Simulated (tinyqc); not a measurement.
# From one set of inputs to another, one input at a time

Model: Keating valence-force model of a tetrahedral crystal. Computed by tinyqc, a small Python program. Command: `OMP_NUM_THREADS=1 python tinyqc.py 3016409 3016410 out.jsonl keating ladder`. One thread of a shared host (Intel(R) Xeon(R) Processor @ 2.30GHz), about 0.1 s of CPU time with the checks.

Atom A sits at 0 and atom B at a/4 (1,1,1) of an fcc lattice; the four bonds from A are t = a/4 (1,1,1), a/4 (1,-1,-1), a/4 (-1,1,-1), a/4 (-1,-1,1), of length d = sqrt(3) a/4. Energy: E = (3 alpha/(8 d^2)) sum over bonds (r.r - d^2)^2 + (3 beta/(8 d^2)) sum over pairs of bonds at one atom (r_i.r_j + d^2/3)^2, with beta_A for the six pairs at A and beta_B for the six at B. The cell holds two atoms, Omega = a^3/4. 1 N/m = 1 J/m^2. With constants fitted to the elastic moduli this model puts optical and zone-boundary frequencies of real crystals too high, by up to about 20 % in elemental crystals and up to about 50 % in compounds, and mostly by more for TA modes; in compounds the lattice part of the static dielectric constant then comes out too low.

The inputs printed are set A. Set A is modelled on aluminium arsenide; the values taken over come from a set modelled on cadmium telluride. Inputs not listed in the table keep their values of set A, so the rows need not describe a real material.

Inputs (values chosen for the exercise, modelled on aluminium arsenide):

| quantity | value | unit |
|---|---|---|
| lattice constant a | 5.661 | angstrom |
| mass M_A | 26.98 | u |
| mass M_B | 74.92 | u |
| bond stretching alpha | 42.5 | N/m |
| bond bending beta_A | 10.2 | N/m |
| bond bending beta_B | 13.2 | N/m |
| mesh divisions n | 4 | - |
| temperature T | 77 | K |

Structure: zinc blende.

Constants: nu for 1 eV/(angstrom^2 u) = 15.6333042 THz; 1 eV/angstrom^2 = 16.02176634 J/m^2; h x 1 THz = 4.135667696 meV; k_B = 8.617333262e-05 eV/K.

Method:
- beta = (beta_A + beta_B)/2; C11 = (alpha + 3 beta)/a, C12 = (alpha - beta)/a, C44 = 4 alpha beta/(a (alpha + beta)); with the two sublattices clamped C44(0) = (alpha + beta)/a; internal-strain parameter zeta = (alpha - beta)/(alpha + beta); B = (C11 + 2 C12)/3.
- With displacements u exp(i q.r), each bracket changes by g.u, where g = (g_A, g_B): bond t, g = (-2 t, 2 t exp(i q.t)); pair (i, j) at A, g = (-(t_i + t_j), t_i exp(i q.t_j) + t_j exp(i q.t_i)); pair at B, g = (-t_i exp(-i q.t_j) - t_j exp(-i q.t_i), t_i + t_j). Then D_mn = sum over the 4 bonds and 12 pairs of (4 k/a^2) conj(g_m) g_n / sqrt(M_m M_n), with k = alpha or beta converted to eV/angstrom^2. Only the short-range forces enter; the Coulomb field of the charges is left out.
- An eigenvalue lambda of D in eV/(angstrom^2 u) gives nu = 15.6333042 THz x sqrt(lambda).
- Take the lowest frequency at X = (1, 0, 0) 2 pi/a, the transverse acoustic (TA) mode.
- Mesh: q = sum_i (m_i + 1/2)/n b_i, m_i = 0..n-1, with b = [[-1, 1, 1], [1, -1, 1], [1, 1, -1]] in 2 pi/a; sums over the six modes are averaged over the n^3 points and halved, per atom.
- With x = h nu/(k_B T) and n = 1/(exp(x) - 1) for each mode: F = k_B T [x/2 + ln(1 - exp(-x))], U = k_B T x (n + 1/2), S/k_B = x n - ln(1 - exp(-x)), C/k_B = x^2 n (n + 1).
- The acoustic share counts the three lowest modes at each q; zero-point energy = sum h nu/2.

Each row keeps all changes above it:

| input moved | from | to | internal-strain parameter zeta | TA frequency at X (THz) | zero-point energy (meV/atom) |
|---|---|---|---|---|---|
| set A | - | - | 0.5683 | 5.103 | 53.20 |
| bond stretching alpha (N/m) | 42.5 | 28.5 | 0.4179 | 4.987 | 46.82 |
| mass M_B (u) | 74.92 | 127.6 | 0.4179 | 3.898 | 42.90 |
| mass M_A (u) | 26.98 | 112.41 | 0.4179 | 3.445 | 27.67 |
| temperature T (K) | 77 | 600 | 0.4179 | 3.445 | 27.67 |
| bond bending beta_A (N/m) | 10.2 | 2.55 | 0.5670 | 2.828 | 25.74 |
| lattice constant a (angstrom) | 5.661 | 6.48 | 0.5670 | 2.828 | 25.74 |

Internal-strain parameter zeta goes from 0.568 to 0.567, a factor 0.99779 in all. The largest single move comes from bond stretching alpha (a factor 0.735), and bond bending beta_A works against it (a factor 1.36). TA frequency at X goes from 5.10 to 2.83, a factor 0.554 in all. The largest single move comes from mass M_B (a factor 0.782). Zero-point energy goes from 53.2 to 25.7, a factor 0.484 in all. The largest single move comes from mass M_A (a factor 0.645). The single moves hold for this order of the switches; the total does not depend on the order.

Extremes, crossings and ranges named in words are read from the listed rows.
